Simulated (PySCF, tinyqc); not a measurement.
Worked calculation: CIS and TDHF on RHF in the sto-3g basis, for BeH+, spin multiplicity 1. The lowest restricted solution is unstable here: a spin-polarised one lies 0.0045 hartree lower (PySCF). One step of it, computed by the program tinyqc.

Problem. CIS matrix, triplets. A(ia,jb) = (e_a - e_i) d_ij d_ab - (ij|ab).

orbital energies (hartree): [-4.993457, -0.653429, -0.252959, -0.125063, -0.125063, 0.115546]

Two-electron integrals over orbitals (pq|rs), unique and non-zero (hartree):
```
(11|11) 2.275707    (21|11) -0.171475   (21|21) 0.021535    (22|11) 0.452914
(22|21) -0.000896   (22|22) 0.460453    (31|11) -0.171924   (31|21) 0.017671
(31|22) -0.014093   (31|31) 0.026214    (32|11) 0.074621    (32|21) -0.005657
(32|22) -0.066006   (32|31) 0.001864    (32|32) 0.060982    (33|11) 0.525592
(33|21) -0.010939   (33|22) 0.326203    (33|31) 0.002539    (33|32) 0.032831
(33|33) 0.429253    (41|41) 0.015585    (42|41) 0.014111    (42|42) 0.045462
(43|41) 0.013773    (43|42) 0.034421    (43|43) 0.048596    (44|11) 0.569239
(44|21) -0.006046   (44|22) 0.349328    (44|31) -0.006058   (44|32) 0.039019
(44|33) 0.383606    (44|44) 0.449859    (51|51) 0.015585    (52|51) 0.014111
(52|52) 0.045462    (53|51) 0.013773    (53|52) 0.034421    (53|53) 0.048596
(54|54) 0.024249    (55|11) 0.569239    (55|21) -0.006046   (55|22) 0.349328
(55|31) -0.006058   (55|32) 0.039019    (55|33) 0.383606    (55|44) 0.401360
(55|55) 0.449859    (61|11) 0.084315    (61|21) -0.013852   (61|22) -0.009015
(61|31) -0.002366   (61|32) 0.007908    (61|33) 0.015031    (61|44) 0.002157
(61|55) 0.002157    (61|61) 0.015863    (62|11) -0.134402   (62|21) 0.001360
(62|22) 0.022259    (62|31) 0.008421    (62|32) -0.055275   (62|33) -0.010775
(62|44) -0.068752   (62|55) -0.068752   (62|61) 0.004794    (62|62) 0.118219
(63|11) 0.074759    (63|21) -0.003272   (63|22) -0.056839   (63|31) 0.005035
(63|32) 0.056820    (63|33) 0.051690    (63|44) 0.035485    (63|55) 0.035485
(63|61) 0.007609    (63|62) -0.060281   (63|63) 0.073512    (64|41) -0.007237
(64|42) -0.025763   (64|43) -0.008168   (64|64) 0.022491    (65|51) -0.007237
(65|52) -0.025763   (65|53) -0.008168   (65|65) 0.022491    (66|11) 0.483147
(66|21) -0.001795   (66|22) 0.466711    (66|31) -0.012845   (66|32) -0.070090
(66|33) 0.353888    (66|44) 0.352372    (66|55) 0.352372    (66|61) -0.007292
(66|62) 0.049468    (66|63) -0.060517   (66|66) 0.504333
```

Give: CIS matrix A, triplet.

Solution.

CIS matrix A, triplet (hartree), order 1>3, 1>4, 1>5, 1>6, 2>3, 2>4, 2>5, 2>6:
```
[[4.215, 0.000, 0.000, -0.075, 0.011, 0.000, 0.000, 0.003],
 [0.000, 4.299, 0.000, 0.000, 0.000, 0.006, 0.000, 0.000],
 [0.000, 0.000, 4.299, 0.000, 0.000, 0.000, 0.006, 0.000],
 [-0.075, 0.000, 0.000, 4.626, 0.003, 0.000, 0.000, 0.002],
 [0.011, 0.000, 0.000, 0.003, 0.074, 0.000, 0.000, 0.057],
 [0.000, 0.006, 0.000, 0.000, 0.000, 0.179, 0.000, 0.000],
 [0.000, 0.000, 0.006, 0.000, 0.000, 0.000, 0.179, 0.000],
 [0.003, 0.000, 0.000, 0.002, 0.057, 0.000, 0.000, 0.302]]
```
